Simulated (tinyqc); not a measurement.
Fermi-Dirac statistics of conduction electrons: one step. Fermi level in the non-parabolic band. Four cases, with inputs chosen for the exercise.

Question. Solve for eta at the same n.

Non-parabolic band E (1 + alpha E) = c k^2/m: n = Nc (2/sqrt(pi)) integral_0^infinity sqrt(x (1 + a x)) (1 + 2 a x) dx/(1 + exp(x - eta)) with a = alpha kT and eta = (EF - Ec)/kT; a = 0 gives n = Nc F_1/2(eta).

Give: a; eta; EF - Ec.

Case 1.

Values chosen (out of a larger set: near those of Si, lowest valleys alone; not measured data): alpha = 0.52 1/eV (non-parabolicity).

u = n/Nc = 3.607491
kT = 0.02585200 eV

Answer.

a = 0.01344
eta = 2.337
EF - Ec = 60.43 meV

The extra states lower EF by 4.21 meV against the parabolic band.

Case 2.

Values chosen (out of a larger set: near those of Si, lowest valleys alone; not measured data): alpha = 0.53 1/eV (non-parabolicity).

u = n/Nc = 2.908250
kT = 0.03446933 eV

Answer.

a = 0.01827
eta = 1.873
EF - Ec = 64.57 meV

The extra states lower EF by 6.34 meV against the parabolic band.

Case 3.

Values chosen (out of a larger set: near those of Si, lowest valleys alone; not measured data): alpha = 0.5 1/eV (non-parabolicity).

u = n/Nc = 0.07225823
kT = 0.02412853 eV

Answer.

a = 0.01206
eta = -2.648
EF - Ec = -63.90 meV

The extra states lower EF by 1.12 meV against the parabolic band.

Case 4.

Values chosen (out of a larger set: near those of InSb, lowest valleys alone; not measured data): alpha = 4.29 1/eV (non-parabolicity).

u = n/Nc = 1.303949
kT = 0.00663535 eV

Answer.

a = 0.02847
eta = 0.543
EF - Ec = 3.60 meV

The extra states lower EF by 1.16 meV against the parabolic band.

Computed by tinyqc, one run a case: `OMP_NUM_THREADS=1 python tinyqc.py N N+1 out.jsonl` with N = 1681440, 1682102, 1682135, 1682452; one thread of a shared Intel(R) Xeon(R) Processor @ 2.30GHz, about 0.01 s a run at most.
